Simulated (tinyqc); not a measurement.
# Margin needed against array size

Cells fail independently with probability Q(k) = erfc(k/sqrt(2))/2 when the margin is k standard deviations, and Y = exp(-Nb Q(k)). phi = exp(-k^2/2)/sqrt(2 pi).  k solves Y = exp(-Nb Q(k)); the estimate is sqrt(2 ln(Nb/(-ln Y))).

Values chosen for this exercise: wanted yield Y = 0.965.

Result of one run:
```
allowed Q       k  estimate
2.7834e-4  3.4519    4.0464
```

Which number of cells Nb gave this result: 128, 32768, 524288 or 134217728?

Nb = 128.

The whole series:
```
Nb           allowed Q       k  estimate
128          2.7834e-4  3.4519    4.0464
2048         1.7396e-5  4.1396    4.6817
32768        1.0873e-6  4.7365    5.2406
524288       6.7953e-8  5.2707    5.7453
8388608      4.2471e-9  5.7583    6.2092
134217728   2.6544e-10  6.2097    6.6407
2147483648  1.6590e-11  6.6317    7.0459
```

A 1.68e7-fold larger array raises k only from 3.45 to 6.63; the last factor of 16 costs 0.42 standard deviations. The estimate, which drops the factor 1/(k sqrt(2 pi)) of the tail, is 17 % above k in the first row and 6.2 % above it in the last.

Numbers from tinyqc (`OMP_NUM_THREADS=1 python tinyqc.py 2090106 2090107 out.jsonl`; about 0.01 s on one thread of a shared Intel Xeon 2.30GHz).
